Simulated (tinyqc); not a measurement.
Inside a calculation. Model: solid solubility of a dopant against its melt (retrograde solidus), clustering and the electrically active fraction. Computed by tinyqc, a small Python program that keeps every step. Command: `OMP_NUM_THREADS=1 python tinyqc.py 3014211 3014212 out.jsonl retro walk`. One thread of a shared host (Intel(R) Xeon(R) Processor @ 2.30GHz), about 0.01 s of CPU time with the checks. Intermediate numbers are printed to about 5 digits and carried at full precision; extremes and crossings named in words are read from the listed rows.

Inputs (values chosen for the exercise, of the order of those of copper in silicon for the solubility):
```
quantity                                      value        unit
melting point of the host T_m                  1687           K
heat of melting of the host H_f                50.2      kJ/mol
interaction L of the melt                       -13      kJ/mol
enthalpy of transfer from melt to solid H      1.41          eV
entropy of transfer S                          2.76         k_B
site density N0                               5e+22      1/cm^3
temperature T                                  1335           K
total dopant density N_t                    2.3e+21      1/cm^3
atoms per cluster m                               4           -
cluster scale N* at 1273 K                    6e+20      1/cm^3
activation energy E_b of the cluster scale     0.46          eV
anneal temperature T_a                         1175           K
mobility mu                                      95  cm^2/(V s)
```

Clustering: clusters of m atoms, electrons left out.

Constants: R = 8.314462618 J/(mol K); k_B = 8.617333262e-05 eV/K; e = 1.602176634e-19 C; N_A = 6.02214076e+23 1/mol.

## Liquidus and solidus at T

x_l and x_s are atom fractions of the dopant in melt and solid; the solid is dilute. Liquidus of the host: R T ln(1 - x_l) + L x_l^2 = -H_f (1 - T/T_m). Distribution: k = x_s/x_l = exp[L (1 - x_l)^2/(R T)] exp(S/k_B - H/(k_B T)), the first factor being the activity coefficient in the melt. Solubility = x_s N0; at T_m x_l = 0.

x_l = 0.48649

distribution coefficient k = 5.5159e-05

x_s = 2.6834e-05

solubility = 1.3417e+18 1/cm^3

k at the melting point = 3.8360e-04

k has changed by a factor 0.14 from its value at T_m, while x_l has grown from 0 to 0.486.

## The retrograde maximum

The largest x_s N0 between 900 K and T_m. For an ideal melt with constant heats the maximum has x_l = H_f/(H + H_f), H in the same units.

temperature of the maximum = 1531.6 K

largest solubility = 2.6390e+18 1/cm^3

x_l there = 0.25624

ideal-melt value H_f/(H + H_f) = 0.26954

The maximum lies 155 K below T_m: above it the melt runs out of dopant, below it k falls as exp(-H/(k_B T)).

## The solidus

The formulas are those given above.

Against temperature:
```
T (K)      x_l           k  solubility (1/cm^3)  over the maximum
1000   0.77905  1.1466e-06           4.4663e+16           0.01692
1100   0.70176  4.8269e-06           1.6937e+17           0.06418
1200   0.61622  1.5616e-05           4.8114e+17           0.18232
1300   0.52187  4.1022e-05           1.0704e+18           0.40560
1400   0.41697  9.0783e-05           1.8927e+18           0.71718
1500   0.29790  1.7302e-04           2.5772e+18           0.97655
1580   0.18746  2.6145e-04           2.4506e+18           0.92860
1640   0.09042  3.3352e-04           1.5078e+18           0.57135
1675   0.02476  3.7208e-04           4.6057e+17           0.17452
```

Between the first rows the Arrhenius energy of the solubility is 1.26 eV, against H = 1.41 eV; it shrinks to zero at 1532 K and turns negative beyond. A crystal saturated at the maximum precipitates dopant-rich liquid on cooling and on heating alike. Below a eutectic or compound temperature another phase would set the limit.

## Active fraction after the anneal

A highly soluble donor (another dopant than that of the solidus) is limited by clustering. Donors N_a are active, and clusters hold m atoms each: N_t = N_a + m C, m C = N* (N_a/N*)^m, with N*(T) = N*(1273 K) exp[-(E_b/k_B)(1/T - 1/1273)]. Resistivity = 1/(e mu N_a).

N*(T_a) = 4.2292e+20 1/cm^3

active density N_a = 5.9893e+20 1/cm^3

active fraction = 0.26040

resistivity = 0.10970 milliohm cm

Doubling the dose would raise N_a by only 23 %. Caution: this clustering law is a generic form; degeneracy and a doping-dependent mobility are left out.

## Active against total

A highly soluble donor (another dopant than that of the solidus) is limited by clustering. Donors N_a are active, and clusters hold m atoms each: N_t = N_a + m C, m C = N* (N_a/N*)^m, with N*(T) = N*(1273 K) exp[-(E_b/k_B)(1/T - 1/1273)].

Active density (1/cm^3):
```
N_t (1/cm^3)  N_a at T_a  fraction  N_a at T_a + 150 K  N_a at T_a - 150 K
1.00e+19      9.9999e+18   0.99999          1.0000e+19          9.9990e+18
3.00e+19      2.9989e+19   0.99964          2.9998e+19          2.9922e+19
1.00e+20      9.8743e+19   0.98743          9.9721e+19          9.2796e+19
2.00e+20      1.8464e+20   0.92318          1.9584e+20          1.5035e+20
5.00e+20      3.3450e+20   0.66900          4.1565e+20          2.2968e+20
1.00e+21      4.5136e+20   0.45136          6.0965e+20          2.9216e+20
2.00e+21      5.7318e+20   0.28659          8.0621e+20          3.6044e+20
5.00e+21      7.5287e+20   0.15057          1.0849e+21          4.6483e+20
```

The exponent d ln N_a/d ln N_t falls from 1.00 to 0.30, towards 1/m = 0.250. At the highest dose a 150 K hotter anneal gives 1.44 times the active density, and a later step 150 K cooler would cut it to 0.62 if it ran to equilibrium: short hot anneals come last. For ionised donors far above n_i the electrons enter the mass action too and halve the limiting exponent.

Checks made by the program: the ideal-melt maximum (relative difference 3e-09).
